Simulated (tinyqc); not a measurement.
# p-n diode, drift-diffusion by the Gummel loop with Scharfetter-Gummel fluxes: effects of single changes

Abrupt junction at x = 0, p side from -Lp, n side to Ln, ohmic contacts. psi is counted from the intrinsic level; n = ni exp((psi - phin)/Vt), p = ni exp((phip - psi)/Vt). Contacts: p side psi = V - Vt ln(Na/ni), p = Na, n = ni^2/Na; n side psi = Vt ln(Nd/ni), n = Nd, p = ni^2/Nd. Constant mobilities, D = mu Vt, Boltzmann statistics, SRH recombination through a mid-gap level, U = (n p - ni^2)/(tp (n + ni) + tn (p + ni)). Current is positive from the p contact to the n contact.

Values chosen for this exercise; band and dielectric values close to those of silicon:

| symbol | value | unit | meaning |
|---|---|---|---|
| T | 350 | K | temperature |
| Eg | 1.11 | eV | band gap |
| eps_r | 11.5 |  | relative permittivity |
| Nc | 3.59e19 | cm^-3 | conduction-band density of states at T |
| Nv | 3.38e19 | cm^-3 | valence-band density of states at T |
| Na | 1.8e17 | cm^-3 | acceptor density of the p side |
| Nd | 3.9e17 | cm^-3 | donor density of the n side |
| mun | 510 | cm^2/(V s) | electron mobility |
| mup | 210 | cm^2/(V s) | hole mobility |
| tn | 2e-8 | s | SRH lifetime of electrons |
| tp | 7e-8 | s | SRH lifetime of holes |
| Lp | 0.45 | um | length of the p side |
| Ln | 0.88 | um | length of the n side |
| G | 0 | cm^-3 s^-1 | uniform generation rate |

Constants: q = 1.602176634e-19 C, kB = 1.380649e-23 J/K, Vt = kB T/q, eps0 = 8.8541878128e-14 F/cm where lengths are in cm. Results are converted to the units shown.

Each table varies one quantity; the others keep the values above.

## Current against voltage in the dark

ni = sqrt(Nc Nv) exp(-Eg/(2 Vt)), Eg in volts. Poisson and both continuity equations are solved self-consistently with Scharfetter-Gummel fluxes on a graded mesh of 500 nodes. J_scr is q times the integral of U between -xp and xn. Ideal diffusion current J_id = q ni^2 [Dn coth(wp/Le)/(Le Na) + Dp coth(wn/Lh)/(Lh Nd)] (exp(V/Vt) - 1), Le = sqrt(Dn tn), Lh = sqrt(Dp tp), wp = Lp - xp, wn = Ln - xn, with xp and xn from the depletion approximation (W = sqrt(2 eps0 eps_r (Vbi - V)(1/Na + 1/Nd)/q), xp = W Nd/(Na + Nd), xn = W Na/(Na + Nd), Vbi = Vt ln(Na Nd/ni^2)). Ideality factor = 0.004 V/(Vt ln[J(V + 0.004 V)/J(V)]). Here G = 0.

In this table G = 0 cm^-3 s^-1.

Current against voltage in the dark:
```
V (V)	J (A/cm^2)	ideality factor	J_scr/J (%)	J_id (A/cm^2)	share recombining at the contacts (%)	larger minority/doping at -xp and xn
0.16	1.75e-5	1.25	45.6	9.57e-6	54.3	1.24e-9
0.23	1.25e-4	1.12	22.8	9.72e-5	77.0	1.25e-8
0.29	7.86e-4	1.05	10.7	7.06e-4	89.0	9.07e-8
0.36	0.00739	1.02	4.07	0.00714	95.6	9.15e-7
0.42	0.0523	1.01	1.75	0.0518	97.9	6.62e-6
0.49	0.522	1.01	0.665	0.523	99.0	6.63e-5
0.55	3.76	1.01	0.299	3.79	99.4	4.75e-4
0.62	37.6	1.01	0.121	38.1	99.5	0.00463
0.68	262	1.05	0.0524	276	99.6	0.0306
```

What does the comparison show?

J rises from 1.75e-5 to 262 A/cm^2; the ideality factor goes from 1.25 through a minimum of 1.01 (at V = 0.55 V among the rows listed) to 1.05. Recombination in the depleted layer stays under half of the current. Where the factor is lowest (V = 0.55 V), J is 0.73 % below the ideal diffusion current.

## Effect of the length of the p side at fixed bias

Same model as above.

In this table V = 0.48 V.

Effect of the length of the p side at fixed bias:
```
Lp (um)	J (A/cm^2)	ideality factor	J_scr/J (%)	J_id (A/cm^2)	share recombining at the contacts (%)	larger minority/doping at -xp and xn
0.45	0.375	1.01	0.762	0.376	98.9	4.77e-5
0.74	0.235	1.01	1.22	0.234	98.0	4.81e-5
1.2	0.157	1.01	1.82	0.154	96.3	4.83e-5
2	0.109	1.01	2.63	0.106	93.0	4.84e-5
3.3	0.0821	1.02	3.49	0.0793	87.3	4.85e-5
5.5	0.0677	1.02	4.23	0.0649	78.3	4.86e-5
9	0.0615	1.02	4.65	0.0587	67.3	4.86e-5
```

Read the table: what changes, and by how much?

As Lp rises from 0.45 to 9, J falls from 0.375 to 0.0615 A/cm^2, the share of the depleted layer rises from 0.762 to 4.65 % and the share lost at the contacts falls from 98.9 to 67.3 %. The exponent d ln J/d ln Lp is -0.94 between the first two rows and -0.19 between the last two. J less J_scr is 0.12 % below J_id in the last row.

Program tinyqc, `OMP_NUM_THREADS=1 python tinyqc.py 2240015 2240016 out.jsonl`; Intel Xeon 2.30GHz, shared host, one thread, about 0.1 s.
